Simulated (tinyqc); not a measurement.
Full spectrum, Debye and Einstein heat capacities: Born-von Karman spring model of a cubic crystal with one atom per cell. Computed by tinyqc, a small Python program. Command: `OMP_NUM_THREADS=1 python tinyqc.py 3006582 3006583 out.jsonl springs walk`. One thread of a shared host (Intel(R) Xeon(R) Processor @ 2.30GHz), about 0.2 s of CPU time with the checks.

First neighbours lie at a/2 (1,1,0) (12 of them), second at a (1,0,0) (6), with all permutations and signs; the volume per atom is Omega = a^3/4. Two shells of springs match a real metal only roughly, above all at the zone boundary.

Inputs (values chosen for the exercise, modelled on copper):
```
quantity                value           unit
lattice constant a       3.61       angstrom
atomic mass M           63.55              u
radial spring k1L        1.77  eV/angstrom^2
transverse spring k1T  -0.078  eV/angstrom^2
radial spring k2L        0.02  eV/angstrom^2
transverse spring k2T  -0.011  eV/angstrom^2
```

Lattice: fcc.

Constants: 1 eV/angstrom^3 = 160.2176634 GPa; u = 1.6605390666e-27 kg; hbar = 1.054571817e-34 J s; k_B = 1.380649e-23 J/K; nu for 1 eV/(angstrom^2 u) = 15.6333042 THz; h x 1 THz = 4.135667696 meV; k_B = 8.617333262e-05 eV/K.

Method:
- [ij,kl] = (1/(2 Omega)) sum_R K_ij R_k R_l; C11 = [xx,xx], C44 = [xx,yy], C12 = 2 [xy,xy] - C44; B = (C11 + 2 C12)/3; Zener ratio A = 2 C44/(C11 - C12). K(R) = kL n n^T + kT (1 - n n^T).
- rho = M/Omega and v = sqrt(C/rho), with C = C11, C44, C44 along [100]; (C11 + C12 + 2 C44)/2, C44, (C11 - C12)/2 along [110]; (C11 + 2 C12 + 4 C44)/3 and twice (C11 - C12 + C44)/3 along [111].
- Christoffel matrix G_xx = C11 n_x^2 + C44 (1 - n_x^2), G_xy = (C12 + C44) n_x n_y, with eigenvalues rho v^2; v_m^-3 is the mean of v^-3 over three branches and all directions (12 Gauss-Legendre points in cos(theta) times 24 angles phi = (j + 1/2) pi/12); q_D = (6 pi^2/Omega)^(1/3); Theta = hbar v_m q_D/k_B.
- A neighbour at R with unit vector n couples by the matrix K(R) = kL n n^T + kT (1 - n n^T), and D(q) = (1/M) sum_R K(R) [1 - cos(q.R)].
- An eigenvalue lambda of D in eV/(angstrom^2 u) gives nu = 15.6333042 THz x sqrt(lambda).
- Mesh: q = sum_i (m_i + 1/2)/n b_i, m_i = 0..n-1, with b = [[-1, 1, 1], [1, -1, 1], [1, 1, -1]] in 2 pi/a; sums are averages over the n^3 points (here n = 14), per atom.
- With x = h nu/(k_B T) and n = 1/(exp(x) - 1) for each mode: F = k_B T [x/2 + ln(1 - exp(-x))], U = k_B T x (n + 1/2), S/k_B = x n - ln(1 - exp(-x)), C/k_B = x^2 n (n + 1).
- Debye: C = 9 k_B (T/Theta)^3 int_0^(Theta/T) x^4 e^x/(e^x - 1)^2 dx with the elastic Theta. Einstein: three modes at the root-mean-square frequency. The last column is the Theta that makes the Debye formula give the full C at that T.

elastic Debye temperature = 331.183 K

root-mean-square frequency = 4.9813 THz

Heat capacity (k_B/atom):
```
T (K)  full spectrum   Debye  Einstein  Theta from C (K)
40            0.5022  0.3797    0.2733            296.08
60            1.1079  0.9337    0.9199            299.67
83            1.6705  1.5136    1.5677            302.94
120           2.2146  2.1084    2.1775            305.57
170           2.5625  2.4997    2.5509            307.02
250           2.7843  2.7524    2.7815            307.86
330           2.8731  2.8542    2.8722            308.18
500           2.9437  2.9352    2.9435            308.43
```

What does the comparison show, and why?

The apparent Theta runs from 296 to 308 K against the elastic 331 K; at high T it tends to sqrt(5/3) h nu_rms/k_B = 309 K. At the lowest T the Debye value is 0.76 and the Einstein value 0.54 times the full one; dispersion bends the branches below the sound lines, so the real spectrum has more low modes than Debye assumes. At the highest T Debye misses by 0.29 % and Einstein by 0.0065 %.

Extremes, crossings and ranges named in words are read from the listed rows.
